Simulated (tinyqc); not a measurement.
MOS inversion layer, Poisson-Schroedinger loop: one step of the calculation.

Electrons confined at an insulator interface at z = 0, treated as a hard wall; parabolic valleys, Hartree approximation, no image or exchange terms. The depletion charge lies far deeper than the electrons and gives a uniform field q Nd/(eps0 eps_r); the gate balances all charge. Energies are counted from the band edge at the interface.

Question. Converged levels, occupations and centroid. Tridiagonal Hamiltonian with psi = 0 one step beyond both ends: H_ii = C (1/m_(i-1/2) + 1/m_(i+1/2))/hz^2 + V0_i + U_i (+ dE for the set B), H_(i,i+1) = -C/(m_(i+1/2) hz^2), C = hbar^2/(2 m0). The lowest 2 level(s) of each valley set are kept, normalised to hz sum |psi|^2 = 1. The mass is the same on all intervals.

Level k holds N_k = D_k Vt ln(1 + exp((EF - E_k)/Vt)) with D = 2 md1 m0 q/(pi hbar^2) for the set A, D = 4 md2 m0 q/(pi hbar^2) for the set B per eV (spin included); EF is fixed by sum N_k = Ns.

Solve for the levels with V0 + U, find EF, n_i = sum_k N_k |psi_k|^2 (in cm^-3); share of each level N_k/Ns; centroid sum n z/sum n.

Values chosen for this exercise; masses and permittivity close to those of silicon (100): temperature T = 300 K; mass along z of valley set A (2 valley(s)) mz1 = 0.92 m0; in-plane density-of-states mass of set A md1 = 0.188 m0; mass along z of valley set B (4 valley(s)) mz2 = 0.192 m0; in-plane density-of-states mass of set B md2 = 0.424 m0; sheet density of electrons Ns = 8.2e12 cm^-2; extra shift of set B (strain) dE = 0 eV; mesh step hz = 0.98 nm.

Constants: q = 1.602176634e-19 C, kB = 1.380649e-23 J/K, hbar = 1.054571817e-34 J s, m0 = 9.1093837015e-31 kg, Vt = kB T/q, hbar^2/(2 m0) = 0.0380998212 eV nm^2. Results are converted to the units shown.

| node | z (nm) | fixed potential V0 (eV) | converged U (eV) |
|---|---|---|---|
| 1 | 0.98 | 0.002554787 | 0.12323083 |
| 2 | 1.96 | 0.005109573 | 0.18737319 |
| 3 | 2.94 | 0.007664360 | 0.22246427 |
| 4 | 3.92 | 0.010219147 | 0.24249149 |
| 5 | 4.9 | 0.012773934 | 0.25434514 |
| 6 | 5.88 | 0.015328720 | 0.26200350 |
| 7 | 6.86 | 0.017883507 | 0.26733777 |
| 8 | 7.84 | 0.020438294 | 0.27113759 |
| 9 | 8.82 | 0.022993081 | 0.27377508 |
| 10 | 9.8 | 0.025547867 | 0.27550116 |
| 11 | 10.78 | 0.028102654 | 0.27653952 |
| 12 | 11.76 | 0.030657441 | 0.27709692 |
| 13 | 12.74 | 0.033212228 | 0.27735091 |
| 14 | 13.72 | 0.035767014 | 0.27743921 |
| 15 | 14.7 | 0.038321801 | 0.27745644 |

Find: levels; EF; shares; n; centroid.

Answer.

levels (eV): A1 0.1873, A2 0.2560, B1 0.2577, B2 0.3099
EF = 0.2080 eV
shares (%): A1 58.01, A2 7.19, B1 30.49, B2 4.31

| node | n (1e19 cm^-3) |
|---|---|
| 1 | 4.012 |
| 2 | 1.973 |
| 3 | 1.023 |
| 4 | 0.555 |
| 5 | 0.285 |
| 6 | 0.158 |
| 7 | 0.104 |
| 8 | 0.079 |
| 9 | 0.062 |
| 10 | 0.047 |
| 11 | 0.033 |
| 12 | 0.021 |
| 13 | 0.011 |
| 14 | 0.005 |
| 15 | 0.001 |

centroid = 2.206 nm

tinyqc, about 0.7 s, one thread, Intel Xeon 2.30GHz (shared host): `OMP_NUM_THREADS=1 python tinyqc.py 2160173 2160174 out.jsonl`
